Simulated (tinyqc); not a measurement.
Rutherford backscattering from a thin compound film on silicon: kinematics, yields, composition and thickness: one step, computed by the program tinyqc.

Singly charged helium ions (Z1 = 2, M1 = 4.0026 u) enter at the tilt angle a1 to the normal and leave at a2 = |180 - theta - tilt| in the same plane. The film is A B_x.

Question. Peak widths (surface approximation). Stopping per atom eps(E) = eps(2 MeV) (E/2 MeV)^(-0.4) (a law chosen for the exercise); Bragg rule eps_film = (eps_A + x eps_B)/(1 + x); areal density N d, with 1/nm^2 = 0.1 x 1e15/cm^2. Width of the signal of element i: [K_i eps(E0)/cos a1 + eps(K_i E0)/cos a2] N d; depth resolution = resolution x d/width of A; energy lost on the way in = eps(E0) N d/cos a1.

Inputs (values chosen for the exercise, modelled on a helium beam on HfO2): beam energy E0 = 2.1 MeV; scattering angle theta = 165 degrees; tilt of the sample = 7 degrees; heavy element: stopping eps_A at 2 MeV = 116 1e-15 eV cm^2; light element: stopping eps_B at 2 MeV = 36.5 1e-15 eV cm^2; atoms of B per atom of A, x = 1.9; atomic density of the film = 83.5 1/nm^3; film thickness d = 21 nm; detector resolution (FWHM) = 15 keV.

kinematic factors: A 0.9155951, B 0.3659427, Si 0.5688382

Give: areal density N d; film stopping at E0; widths; depth resolution; energy lost on the way in.

Answer.

areal density N d = 175.35 1e15 atoms/cm^2

film stopping at E0 = 62.68 1e-15 eV cm^2

widths (keV): A 21.64, B 20.64

depth resolution = 14.56 nm

energy lost on the way in = 11.07 keV

The signal of A spans 1.4 resolution widths, so its width measures the thickness. Caution: the ions scattered from B leave near or below the stopping maximum (some 0.6 to 0.8 MeV), where the power law chosen here overstates the stopping and the width of B.
